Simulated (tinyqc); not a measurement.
## Trap and transport parameters from the curve

Question. A layer shows an ohmic current q n0 mu V/L, then a square law (9/8) th eps0 eps_r mu V^2/L^3 above Vx = 8 q n0 L^2/(9 th eps0 eps_r), and trap filling at V_TFL = q Nt L^2/(2 eps0 eps_r). th = y/(1 + y), y = (Nc/Nt) exp(-Et/kB T). The square-law current at V is given. Find th, n0, Nt and Et.

Values chosen for this exercise: temperature T = 250 K; relative permittivity eps_r = 6.8; mobility mu = 0.0019 cm^2/(V s); thickness L = 810 nm; band density of states Nc = 2e19 cm^-3; voltage V = 23 V.

Constants: q = 1.602176634e-19 C, kB = 1.380649e-23 J/K, Vt = kB T/q, eps0 = 8.8541878128e-14 F/cm where lengths are in cm. Results are converted to the units shown.

Mott-Gurney J = 1.4798912e-6 A/cm^2
Vx = 2.6867969 V
V_TFL = 82.057947 V

Solution. The square law gives th, Vx gives n0, V_TFL gives Nt, and th with Nt gives Et.

th = 1.16e-6
n0 = 2.00e9 cm^-3
Nt = 9.40e16 cm^-3
Et = 0.410 eV

Program tinyqc, `OMP_NUM_THREADS=1 python tinyqc.py 2370129 2370130 out.jsonl`; Intel Xeon 2.30GHz, shared host, one thread, about 0.01 s.
